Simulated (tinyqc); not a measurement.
Threshold-voltage variability of a planar MOSFET, analytic estimates: one step of the calculation.

Three independent sources add in quadrature: random dopants in the depleted layer, metal-gate grains of two orientations, and roughness of the two gate edges acting through the roll-off VT = VT(long) - Vr exp(-L/l). These are first-order estimates: no three-dimensional electrostatics, no percolation.

Problem. A rough gate as parallel slices. Eight equal slices in parallel have lengths L_i with mean L. Slice threshold shift: -Vr [exp(-L_i/l) - exp(-L/l)]; off current of a slice against the smooth gate: (L/L_i) exp(-shift/(n Vt)); the device has the mean.

Values chosen for this exercise; material values close to those of silicon:

| symbol | value | unit | meaning |
|---|---|---|---|
| T | 300 | K | temperature |
| L | 45 | nm | gate length |
| l | 8.5 | nm | decay length of the threshold roll-off |
| Vr | 2 | V | prefactor of the roll-off |
| n | 1.28 |  | subthreshold factor |

Constants: q = 1.602176634e-19 C, kB = 1.380649e-23 J/K, Vt = kB T/q. Results are converted to the units shown.

L_i - L, slice 0 to 7 (nm): -0.4  1.6  -0.5  2  -2.4  -0.3  4.3  -4.3

Give: shift; Ioff factor; Ioff of the device against the smooth gate.

Solution.

```
slice  shift (mV)  Ioff factor
0          -0.484        1.024
1           1.723       0.9167
2          -0.608        1.030
3           2.105       0.8984
4          -3.276        1.166
5          -0.361        1.018
6           3.987       0.8092
7          -6.612        1.350
```

Ioff of the device against the smooth gate = 1.027

Program tinyqc, `OMP_NUM_THREADS=1 python tinyqc.py 2090123 2090124 out.jsonl`; Intel Xeon 2.30GHz, shared host, one thread, about 0.01 s.
